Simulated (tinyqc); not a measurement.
Quantum-well laser, gain and threshold: two steps of the calculation.

One electron and one heavy-hole subband per well, parabolic, with equal sheet densities n of electrons and holes; k-conserving transitions, TE polarisation, no line broadening, so the gain starts as a step at E0 and peaks there. All wells are pumped alike.

Parameters, values chosen for the exercise; well values close to those of InGaAsP:
```
symbol,value,unit,meaning
T,293,K,temperature
Nw,5,,number of wells
ai,15,1/cm,internal loss
Lc,250,um,cavity length
A,1.2e7,1/s,defect recombination coefficient
B,0.00027,cm^2/s,radiative coefficient per well
C,1e-16,cm^4/s,Auger coefficient per well
eta,0.89,,injection efficiency
Wd,10,um,stripe width
```

Constants: q = 1.602176634e-19 C, kB = 1.380649e-23 J/K, Vt = kB T/q. Results are converted to the units shown.

Task 1. Threshold density by Newton steps. fe = 1 - exp(-n/Nc) and fh = 1 - exp(-n/Nv) are the fillings of the two band edges; f = g0 (fe + fh - 1) - gth; f' = g0 [(1 - fe)/Nc + (1 - fh)/Nv]; n(new) = n - f/f'.

n after iteration 1 = 3.4803860e11 cm^-2
Nc = 4.7356985e11 cm^-2
Nv = 3.1958054e12 cm^-2
g0(E0) = 8620.8780 1/cm
gth = 496.62054 1/cm

Wanted: fe; fh; f; f'; n after iteration 2.

Result 1.

fe = 0.5205
fh = 0.1032
f = -3741 1/cm
f' = 1.115e-8 cm
n after iteration 2 = 6.836e11 cm^-2

Task 2. Quasi-Fermi levels and threshold current. Fc = Vt ln(exp(n/Nc) - 1) above the electron subband edge, Fv = Vt ln(exp(n/Nv) - 1) below the hole subband edge; gain extends from E0 to E0 + Fc + Fv. Jth = q Nw (A n + B n^2 + C n^3)/eta at n = nth, Ith = Jth Wd Lc; differential efficiency of both facets eta am/(ai + am).

nth = 8.3361947e11 cm^-2
Nc = 4.7356985e11 cm^-2
Nv = 3.1958054e12 cm^-2
am = 47.077568 1/cm

Find: Fc; Fv; width of the gain band; Jth; Ith; differential efficiency.

Result 2.

Fc = 0.03968 eV
Fv = -0.03057 eV
width of the gain band = 0.009115 eV
Jth = 230.0 A/cm^2
Ith = 5.751 mA
differential efficiency = 0.6749

The electrons are degenerate and the holes not degenerate at the band edge. Defect, radiative and Auger recombination carry 3.9, 73 and 23 % of the threshold current. Transparency (g = 0) needs n = 7.44e11 cm^-2.

Range of the model: The second hole subband, left out here, lies within about 2 Vt of the first in a well this wide.

tinyqc, about 0.02 s, one thread, Intel Xeon 2.30GHz (shared host): `OMP_NUM_THREADS=1 python tinyqc.py 2840110 2840111 out.jsonl`
